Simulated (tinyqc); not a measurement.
Deep trap from a strong local potential in a two-band host (Koster-Slater model with semi-elliptic bands): one step, computed by the program tinyqc.

The valence band spans -2 W_v to 0 and the conduction band E_g to E_g + 2 W_c. The orbital at the impurity site has weight f_v in the valence band and 1 - f_v in the conduction band, each spread as a semi-ellipse (2/(pi W^2)) sqrt(W^2 - x^2) about the band centre. The impurity adds U to this orbital. Spin is left out.

Question. Green function at the trial energy. In the gap G(E) = f_v (2/W_v^2)[x - sqrt(x^2 - W_v^2)] - (1 - f_v)(2/W_c^2)[y - sqrt(y^2 - W_c^2)], x = E + W_v, y = E_g + W_c - E. The potential that would put a level at E is U = 1/G(E).

Inputs (values chosen for the exercise, with a gap close to that of ZnSe):

| quantity | value | unit |
|---|---|---|
| gap E_g | 2.68 | eV |
| half-width of the valence band W_v | 6 | eV |
| half-width of the conduction band W_c | 5.3 | eV |
| valence weight f_v of the site orbital | 0.61 | - |
| trial energy E | 0.651 | eV |

Impurity: repulsive, acceptor-like.

Give: valence part; conduction part; G(E); potential needed.

Answer.

valence part = 0.12814 1/eV

conduction part = -0.062949 1/eV

G(E) = 0.065192 1/eV

potential needed = 15.339 eV
